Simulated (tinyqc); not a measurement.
Worked calculation: Jacobi rotations on a symmetric matrix. Computed by tinyqc, a small Python program that keeps every step. Settings: method = jacobi. Command: `OMP_NUM_THREADS=1 python tinyqc.py 22331 22332 out.jsonl` (the two numbers bound the seeds that draw the settings). One thread of a shared host (Intel(R) Xeon(R) Processor @ 2.60GHz), about 0.01 s of CPU time with the checks.

## Jacobi rotation 1

A:
```
,1,2,3,4
1,0.939000,-0.082000,0.103000,0.141000
2,-0.082000,1.626000,-0.119000,-0.042000
3,0.103000,-0.119000,1.881000,-0.010000
4,0.141000,-0.042000,-0.010000,2.107000
```

Take the largest off-diagonal element A_pq; tan 2 theta = 2 A_pq / (A_qq - A_pp) with |theta| <= pi/4; A' = J^T A J with J_pp = J_qq = cos, J_pq = sin, J_qp = -sin.

p, q, theta (rad): 1.000000  4.000000  0.118452

A':
```
,1,2,3,4
1,0.922220,-0.076462,0.103460,0.000000
2,-0.076462,1.626000,-0.119000,-0.051396
3,0.103460,-0.119000,1.881000,0.002242
4,0.000000,-0.051396,0.002242,2.123780
```

## Jacobi rotation 2

As before.

p, q, theta (rad): 2.000000  3.000000  -0.375465

A':
```
,1,2,3,4
1,0.922220,-0.033196,0.124292,0.000000
2,-0.033196,1.579095,0.000000,-0.046993
3,0.124292,0.000000,1.927905,0.020933
4,0.000000,-0.046993,0.020933,2.123780
```

## Jacobi rotation 3

As before.

p, q, theta (rad): 1.000000  3.000000  0.121160

A':
```
,1,2,3,4
1,0.907086,-0.032953,0.000000,-0.002530
2,-0.032953,1.579095,-0.004012,-0.046993
3,0.000000,-0.004012,1.943039,0.020780
4,-0.002530,-0.046993,0.020780,2.123780
```

## All rotations

The off-diagonal norm falls at every rotation.

Rotations:
```
step,p,q,theta,off-diagonal norm
1,1,4,0.118452,2.58e-01
2,2,3,-0.375465,1.96e-01
3,1,3,0.121160,8.66e-02
4,2,4,-0.085435,5.55e-02
5,1,2,-0.049315,2.99e-02
6,3,4,0.111996,3.17e-03
7,2,3,-0.006061,5.75e-04
8,1,4,0.000226,4.22e-04
9,2,4,-0.000474,2.00e-04
10,1,3,-0.000137,2.48e-06
11,3,4,0.000008,1.13e-06
12,1,2,-1.19e-06,1.46e-09
```

eigenvalues: 0.905455  1.576687  1.940685  2.130172
